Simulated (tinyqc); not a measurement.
Worked calculation: lattice vibrations of a chain. Computed by tinyqc, a small Python program that keeps every step. Command: `OMP_NUM_THREADS=1 python tinyqc.py 24166 24167 out.jsonl` (the two numbers bound the seeds that draw the settings). One thread of a shared host (Intel(R) Xeon(R) Processor @ 2.60GHz), about 0.01 s of CPU time with the checks.

## Dynamical matrix at q = 0.47

A chain moving along its axis:
```
atom   mass (u)  spring to the next atom (eV/angstrom^2)
1     73.600000                                13.600000
2     19.700000                                23.600000
```

q is in units of 2 pi/a. A spring k from atom i to atom j, n cells on, adds k to Phi_ii and Phi_jj, -k exp(2 pi i q n) to Phi_ij and the conjugate to Phi_ji (for one atom a cell: 2k (1 - cos 2 pi q n)); D_ij = Phi_ij / sqrt(m_i m_j).

D(q) (eV/(angstrom^2 u)):
```
                    1                   2
1            0.505435  0.251642+0.116136i
2  0.251642-0.116136i            1.888325
```

## Frequencies

omega^2 are the eigenvalues; wavenumber = 521.4708 sqrt(eigenvalue) 1/cm.

eigenvalues: 0.451959  1.941801

wavenumbers (1/cm): 350.6  726.7

weights |e|^2 of the mass-weighted modes:
```
          mode 1    mode 2
atom 1  0.964106  0.035894
atom 2  0.035894  0.964106
```

## Dispersion and heat capacity

C/k_B per atom = mean over q = (j + 1/2)/80, j = 0..39 and all branches of y^2 e^y/(e^y - 1)^2, y = hc wavenumber / k_B T.

Wavenumbers (1/cm):
```
q           branch 1    branch 2
0.000000    0.000000  806.808179
0.062500   62.057952  804.417957
0.125000  122.801202  797.407865
0.187500  180.800735  786.289090
0.250000  234.369780  772.016998
0.312500  281.370936  756.154637
0.375000  319.010275  741.061322
0.437500  343.854415  729.865453
0.500000  352.616484  725.672828
```

Heat capacity:
```
T (K)  C/k_B per atom
20           0.046091
50           0.118660
100          0.250301
200          0.459868
300          0.628523
600          0.865749
1200         0.962502
```

zero-point energy per atom = 30.528484 meV
